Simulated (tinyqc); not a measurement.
Worked calculation: coupled-perturbed Hartree-Fock on RHF in the sto-3g basis, for H3+, spin multiplicity 1. Computed by tinyqc, a small Python program that keeps every step (integrals from PySCF). Settings: charge = 1, multiplicity = 1, basis = sto-3g, method = RHF, energy threshold = 1e-10, iteration cap = 54, orthogonalisation = canonical, start = Wolfsberg-Helmholz matrix, DIIS depth = 6. Command: `OMP_NUM_THREADS=1 python tinyqc.py 27778 27779 out.jsonl` (the two numbers bound the seeds that draw the settings). One thread of a shared host (Intel(R) Xeon(R) Processor @ 2.60GHz), about 0.09 s of CPU time with the checks. The early iterations of the SCF are left out here.

## One-electron integrals

Geometry (angstrom):
```
atom       x       y        z
H     0.0000  0.0000   0.0000
H     0.0000  0.0000   0.7610
H     0.0000  0.0000  -0.7610
```

Basis sto-3g: exponents (1/bohr^2) and contraction coefficients of normalised primitives:
```
element  l (shell)  exponent  coefficient
H            s (1)    3.4253       0.1543
H            s (1)    0.6239       0.5353
H            s (1)    0.1689       0.4446
```

Overlap, kinetic and nuclear-attraction integrals over the contracted functions; the nuclear repulsion is the sum of Za Zb / Rab.

nuclear repulsion = 1.738427 hartree

overlap S, order 1H 1s, 2H 1s, 3H 1s:
$$\begin{pmatrix}
1.0000 & 0.6462 & 0.6462 \\
0.6462 & 1.0000 & 0.2488 \\
0.6462 & 0.2488 & 1.0000
\end{pmatrix}$$

kinetic energy T (hartree), order 1H 1s, 2H 1s, 3H 1s:
$$\begin{pmatrix}
0.7600 & 0.2246 & 0.2246 \\
0.2246 & 0.7600 & 0.0078 \\
0.2246 & 0.0078 & 0.7600
\end{pmatrix}$$

nuclear attraction V (hartree), order 1H 1s, 2H 1s, 3H 1s:
$$\begin{pmatrix}
-2.5085 & -1.4578 & -1.4578 \\
-1.4578 & -2.2140 & -0.5208 \\
-1.4578 & -0.5208 & -2.2140
\end{pmatrix}$$

core Hamiltonian H = T + V (hartree), order 1H 1s, 2H 1s, 3H 1s:
$$\begin{pmatrix}
-1.7484 & -1.2332 & -1.2332 \\
-1.2332 & -1.4539 & -0.5129 \\
-1.2332 & -0.5129 & -1.4539
\end{pmatrix}$$

## Two-electron integrals

Functions are numbered as in S; the eight-fold symmetry (ij|kl) = (ji|kl) = (kl|ij) leaves the list below.

Two-electron integrals (ij|kl) in chemists' order, unique and non-zero (hartree):
```
(11|11) 0.7746   (21|11) 0.4327   (21|21) 0.2839   (22|11) 0.5621
(22|21) 0.4327   (22|22) 0.7746   (31|11) 0.4327   (31|21) 0.2261
(31|22) 0.2809   (31|31) 0.2839   (32|11) 0.1584   (32|21) 0.0942
(32|22) 0.1326   (32|31) 0.0942   (32|32) 0.0350   (33|11) 0.5621
(33|21) 0.2809   (33|22) 0.3413   (33|31) 0.4327   (33|32) 0.1326
(33|33) 0.7746
```

## Orthogonalisation

S = U s U^T; canonical form X = U s^(-1/2), so that X^T S X = 1. Each column of U has its largest component positive (the first on a tie).

eigenvalues of S: [0.2022, 0.7512, 2.0466]

X, order 1H 1s, 2H 1s, 3H 1s:
$$\begin{pmatrix}
1.6753 & 0.0000 & 0.4597 \\
-1.0343 & 0.8158 & 0.3723 \\
-1.0343 & -0.8158 & 0.3723
\end{pmatrix}$$

## Starting guess

The start is the generalised Wolfsberg-Helmholz matrix (K = 1.75) built on H; D = 2 C_occ C_occ^T.

D at the start, order 1H 1s, 2H 1s, 3H 1s:
$$\begin{pmatrix}
0.5942 & 0.3475 & 0.3475 \\
0.3475 & 0.2033 & 0.2033 \\
0.3475 & 0.2033 & 0.2033
\end{pmatrix}$$

## Iteration 4 (converged): orbitals

converged F (hartree), order 1H 1s, 2H 1s, 3H 1s:
$$\begin{pmatrix}
-1.0267 & -0.8690 & -0.8690 \\
-0.8690 & -0.7129 & -0.4790 \\
-0.8690 & -0.4790 & -0.7129
\end{pmatrix}$$

Diagonalise F' = X^T F X, C = X C', fill 1 alpha and 1 beta electrons from the bottom; D = 2 C_occ C_occ^T. Each column has its largest component positive (the first on a tie).

F' = X^T F X (hartree):
$$\begin{pmatrix}
0.5911 & 0.0000 & -0.1304 \\
0.0000 & -0.3113 & 0.0000 \\
-0.1304 & 0.0000 & -1.1424
\end{pmatrix}$$

orbital energies (hartree): MO1 -1.1522, MO2 -0.3113, MO3 0.6009

coefficients C, order 1H 1s, 2H 1s, 3H 1s:
$$\begin{pmatrix}
0.5835 & 0.0000 & 1.6363 \\
0.2941 & 0.8158 & -1.0592 \\
0.2941 & -0.8158 & -1.0592
\end{pmatrix}$$

D after iteration 4, order 1H 1s, 2H 1s, 3H 1s:
$$\begin{pmatrix}
0.6808 & 0.3432 & 0.3432 \\
0.3432 & 0.1730 & 0.1730 \\
0.3432 & 0.1730 & 0.1730
\end{pmatrix}$$

## Convergence

Stop when the energy changes by less than 1e-10 hartree and every element of the error matrix X^T (F D S - S D F) X is below 3e-06.

Course of the cycle:
```
iteration  E (hartree)     change  largest element of the error matrix
1            -1.194048          -                             7.02e-02
2            -1.195655  -1.61e-03                             1.00e-02
3            -1.195689  -3.36e-05                             1.86e-06
4            -1.195689  -9.56e-13                             7.80e-07
```

PySCF RHF in the same basis = -1.195689 hartree

Converged in 4 iterations.

## Populations, bond orders and dipole

Mulliken: Z minus the diagonal of D S on the atom; Loewdin: the same with S^(1/2) D S^(1/2); Mayer order: 2 sum_s sum (D(s) S)_ij (D(s) S)_ji over the two atoms.

Charges (e):
```
atom  Mulliken  Loewdin
1H     -0.1244  -0.0141
2H      0.5622   0.5070
3H      0.5622   0.5070
```

Mayer bond orders:
```
pair   order
2-1   0.4923
3-1   0.4923
3-2   0.1917
```

dipole moment about the origin, x y z (debye): [0.0000, 0.0000, 0.0000]

## Integrals over molecular orbitals

(pq|rs) = sum C_ip C_jq C_kr C_ls (ij|kl), one index at a time.

one-electron integrals over orbitals h = C^T H C (hartree):
$$\begin{pmatrix}
-1.7819 & 0.0000 & -0.1067 \\
0.0000 & -1.2526 & 0.0000 \\
-0.1067 & 0.0000 & -0.5456
\end{pmatrix}$$

Two-electron integrals over orbitals (pq|rs), unique and non-zero (hartree):
```
(11|11) 0.6298    (21|21) 0.1454    (22|11) 0.5434    (22|22) 0.5808
(31|11) 0.1067    (31|22) -0.0162   (31|31) 0.1288    (32|21) -0.1339
(32|32) 0.1528    (33|11) 0.6376    (33|22) 0.5775    (33|31) 0.0960
(33|33) 0.6916
```

## Response to a field: uncoupled start

dipole integrals <a|z|i> (bohr), order a2, a3:
$$\begin{pmatrix}
1.1325 \\
0.0000
\end{pmatrix}$$

Field along z; U_ai = -mu_ai / (e_a - e_i), alpha = -4 sum U_ai mu_ai.

uncoupled U, order a2, a3:
$$\begin{pmatrix}
-1.3468 \\
0.0000
\end{pmatrix}$$

uncoupled polarisability = 6.1006 bohr^3

## Coupled step 1

U_ai = -(mu_ai + sum_bj [4 (ai|bj) - (ab|ij) - (aj|bi)] U_bj) / (e_a - e_i); alpha = -4 sum U_ai mu_ai.

U after step 1, order a2, a3:
$$\begin{pmatrix}
-1.5183 \\
0.0000
\end{pmatrix}$$

polarisability = 6.8775 bohr^3

## Coupled step 2

As before.

U after step 2, order a2, a3:
$$\begin{pmatrix}
-1.5401 \\
0.0000
\end{pmatrix}$$

polarisability = 6.9765 bohr^3

## Coupled polarisability

Repeat until U stops changing; compare with -d2E/dF2.

Course of the coupled iterations:
```
step  alpha (bohr^3)
0             6.1006
1             6.8775
2             6.9765
3             6.9891
4             6.9907
5             6.9909
6             6.9909
7             6.9909
8             6.9909
9             6.9909
10            6.9909
```

coupled polarisability = 6.9909 bohr^3

finite-field check, fields of +/-0.001 au = 6.9909 bohr^3
